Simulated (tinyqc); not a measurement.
Mass anisotropy: shallow donor in an anisotropic valley (effective-mass theory).

One valley: H = -c [(d2/dx2 + d2/dy2)/mt + (d2/dz2)/ml] - q/(eps r), c = hbar^2/2m0, q = e^2/(4 pi eps0). Trial function exp(-sqrt((x^2 + y^2)/a^2 + z^2/b^2)) with a > b: T = (c/3)(2/(mt a^2) + 1/(ml b^2)), V = -(q/eps) atan(u/b)/u, u = sqrt(a^2 - b^2). The central cell of the impurity is left out.

Constants: hbar^2/2m0 = 3.80998211 eV angstrom^2; e^2/(4 pi eps0) = 14.39964547 eV angstrom; Ry = 13.60569312 eV; a0 (Bohr radius) = 0.5291772105 angstrom.

Values chosen for the exercise (out of a larger set: near those of AlAs; not measured data): mt = 0.196 m0 (transverse mass); eps = 10.3 (dielectric constant); xs = (1.6, 2.1, 3, 5.7, 13, 16, 49, 170) (ratios ml/mt).

mt and eps fixed, ml varied. Energies in units of Ry*(mt) = Ry mt/eps^2 and lengths in a*(mt) = a0 eps/mt; the last two columns use one mass, 3/(1/ml + 2/mt) or (ml mt^2)^(1/3).

Results:

| ml/mt | a/a* | b/a | binding | conductivity mass | density-of-states mass |
|---|---|---|---|---|---|
| 1.60 | 0.908 | 0.846 | 1.162 | 1.143 | 1.170 |
| 2.10 | 0.862 | 0.768 | 1.259 | 1.212 | 1.281 |
| 3.00 | 0.809 | 0.678 | 1.389 | 1.286 | 1.442 |
| 5.70 | 0.729 | 0.542 | 1.629 | 1.379 | 1.786 |
| 13.0 | 0.652 | 0.407 | 1.935 | 1.444 | 2.351 |
| 16.0 | 0.635 | 0.379 | 2.010 | 1.455 | 2.520 |
| 49.0 | 0.567 | 0.258 | 2.391 | 1.485 | 3.659 |
| 170 | 0.517 | 0.169 | 2.748 | 1.496 | 5.540 |

The binding grows from 1.16 to 2.75 Ry*(mt); for ml going to infinity the exact problem becomes two-dimensional, with 4 Ry*. The conductivity mass saturates at 1.5 and underbinds, by 15 % at ml/mt = 5.7; the density-of-states mass errs by +10 % there and by +102 % in the last row. With these mt and eps one unit is 25.14 meV.

Run: tinyqc, `OMP_NUM_THREADS=1 python tinyqc.py 1281456 1281457 out.jsonl`; Intel(R) Xeon(R) Processor @ 2.30GHz, one thread, shared host; about 0.01 s of CPU time with all checks.
